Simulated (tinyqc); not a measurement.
## Gate voltage for a given inversion charge

Question. p-type body, charge-sheet picture, depletion and inversion only, full ionisation (an idealisation for deep acceptors), Boltzmann statistics (rough once Na exp(x - xn) passes about Nc/7). In units of Vt: xg = (Vg - Vfb)/Vt, x = psi/Vt, G = gamma/sqrt(Vt), xn = (2 phiF + Vc)/Vt. The implicit equation is (xg - x)^2 = G^2 [x - 1 + exp(x - xn)] for x above about 3. Cox = eps0 eox/tox. ni = sqrt(Nc Nv) exp(-Eg/(2 Vt)), Eg in volts; phiF = Vt ln(Na/ni); gamma = sqrt(2 q eps0 eps_r Na)/Cox. N_inv = (Cox Vt G/q) [sqrt(x - 1 + exp(x - xn)) - sqrt(x - 1)]. Find x - xn, psi and Vg.

Inputs (values chosen for the exercise); band and dielectric values close to those of germanium:
- T = 350 K (temperature)
- Eg = 0.664 eV (band gap)
- eps_r = 15.9 (relative permittivity)
- Nc = 1.3e19 cm^-3 (conduction-band density of states at T)
- Nv = 7.65e18 cm^-3 (valence-band density of states at T)
- eox = 3.9 (relative permittivity of the gate insulator (close to silicon dioxide))
- tox = 1.5 nm (insulator thickness)
- Na = 2.5e17 cm^-3 (acceptor density)
- Vfb = -0.72 V (flat-band voltage)
- Vc = 0 V (channel-body voltage)

Constants: q = 1.602176634e-19 C, kB = 1.380649e-23 J/K, Vt = kB T/q, eps0 = 8.8541878128e-14 F/cm where lengths are in cm. Results are converted to the units shown.

N_inv = 2.1e10 cm^-2

Solution. N_inv rises steadily with x, so it fixes x; the implicit equation then gives xg directly.

x - xn = -0.8781
psi = 0.4152 V
Vg = -0.2129 V

tinyqc, about 0.01 s, one thread, Intel Xeon 2.30GHz (shared host): `OMP_NUM_THREADS=1 python tinyqc.py 2122083 2122084 out.jsonl`
